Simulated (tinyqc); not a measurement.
Inside a calculation. Method: CCSD on RHF in the sto-6g basis, for H2, spin multiplicity 1. One step of it, computed by the program tinyqc.

Problem. Iteration 1: building the Fock matrix. J_ij = sum D_kl (ij|kl), K_ij = sum D_kl (ik|jl); F = H + J - 0.5 K; E = tr D H + tr D J / 2 - 0.25 tr D K + E_nn.

D at the start:
```
          1H 1s     2H 1s
1H 1s  0.662622  0.662622
2H 1s  0.662622  0.662622
```

core Hamiltonian H = T + V (hartree):
```
           1H 1s      2H 1s
1H 1s  -0.993460  -0.704478
2H 1s  -0.704478  -0.993460
```

Two-electron integrals (ij|kl) in chemists' order, unique and non-zero (hartree):
```
(11|11) 0.774999   (21|11) 0.319239   (21|21) 0.166796   (22|11) 0.484921
(22|21) 0.319239   (22|22) 0.774999
```

nuclear repulsion = 0.54052831 hartree

Give: Coulomb J; exchange K; Fock matrix F; total energy of this density.

Solution.

Coulomb J (hartree):
```
        1H 1s   2H 1s
1H 1s  1.2579  0.6441
2H 1s  0.6441  1.2579
```

exchange K (hartree):
```
        1H 1s   2H 1s
1H 1s  1.0471  0.8549
2H 1s  0.8549  1.0471
```

Fock matrix F (hartree):
```
         1H 1s    2H 1s
1H 1s  -0.2591  -0.4878
2H 1s  -0.4878  -0.2591
```

total energy of this density = -1.079488 hartree
